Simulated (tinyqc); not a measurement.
Swing curve: thickness of the top film: thin-film optics by transfer matrices.

Indices N = n + i k. Snell: N0 sin(theta) = N_j sin(theta_j), with Im(N_j cos theta_j) >= 0. Admittance y_j = N_j cos theta_j for s and N_j/cos theta_j for p. Phase delta_j = 2 pi N_j cos theta_j d_j/lambda. Layer matrix [[cos delta, -i sin delta/y], [-i y sin delta, cos delta]], multiplied from the top down to M. (B, C) = M (1, y_sub); r = (y0 B - C)/(y0 B + C), R = |r|^2, T = 4 Re y0 Re y_sub/|y0 B + C|^2, absorbed in the films 1 - R - T.

Values chosen for the exercise (indices near those of resist, SiO2 on polySi; not measured data):
- lam = 633 nm (vacuum wavelength)
- n0 = 1 (ambient index)
- n = (1.649, 1.474, 4.012) (n of resist, SiO2, substrate)
- k = (0, 0, 0.042) (k in the same order)
- d = (352, 28.1) nm (thicknesses, top first)
- theta = 75 degrees (angle of incidence)
- pol = p (polarisation)

The first entry of d takes the values listed.

Stack:
```
d_1 (nm)       R       T  absorbed
352.0     0.3299  0.6701    0.0000
391.5     0.2012  0.7988    0.0000
430.9     0.0285  0.9715    0.0000
470.4     0.0444  0.9556    0.0000
509.9     0.2229  0.7771    0.0000
549.3     0.3375  0.6625    0.0000
588.8     0.3299  0.6701    0.0000
628.3     0.2013  0.7987    0.0000
667.8     0.0282  0.9718    0.0000
707.2     0.0443  0.9557    0.0000
746.7     0.2228  0.7772    0.0000
786.2     0.3376  0.6624    0.0000
825.6     0.3299  0.6701    0.0000
```

R swings between 0.0282 and 0.3376 on these points. The period is lambda/(2 Re(N_1 cos theta_1)) = 236.8 nm, six rows. The film does not absorb, so the swing repeats exactly. The swing ratio (max - min)/mean is 1.51.

tinyqc: `OMP_NUM_THREADS=1 python tinyqc.py 1680286 1680287 out.jsonl`; about 0.01 s, one thread, shared Intel(R) Xeon(R) Processor @ 2.30GHz.
